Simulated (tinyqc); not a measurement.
X-ray reflectivity of a thin film on silicon: critical angles, Parratt recursion, fringes and roughness: one step, computed by the program tinyqc. Command: `OMP_NUM_THREADS=1 python tinyqc.py 3120220 3120221 out.jsonl xrr walk`. One thread of a shared host (Intel(R) Xeon(R) Processor @ 2.30GHz), about 0.01 s of CPU time with the checks.

n = 1 - delta + i beta; the classical electron radius is r_e = 2.8179403e-6 nm. Layer 0 is vacuum, 1 the film, 2 the substrate.

Problem. Fringe period, contrast and decay. Far above the critical angle the period is d theta = lambda/(2 d), or 2 pi/d in q; the envelope runs between (|r_01| - |r_12 p|)^2 and (|r_01| + |r_12 p|)^2; contrast = 2 a b/(a^2 + b^2) with a = |r_01|, b = |r_12 p|; roughness factors on the amplitudes are about exp(-q^2 sigma^2/2).

Inputs (values chosen for the exercise, modelled on Si3N4 on silicon, copper K-alpha radiation): wavelength lambda = 0.15406 nm; film thickness d = 13.8 nm; roughness of the surface sigma_1 = 0.15 nm; roughness of the interface sigma_2 = 0.14 nm.

1000 r_01 = 2.411881-0.041254i

1000 r_12 = -0.3629812-0.0063474i

p = 0.2311188+0.9685952i

q = 4 pi sin(theta)/lambda = 3.301921 1/nm

Give: period in theta; period in q; contrast; roughness factor, surface; roughness factor, interface.

Solution.

period in theta = 0.3198 degrees

period in q = 0.4553 1/nm

contrast = 0.2931

roughness factor, surface = 0.8846

roughness factor, interface = 0.8987
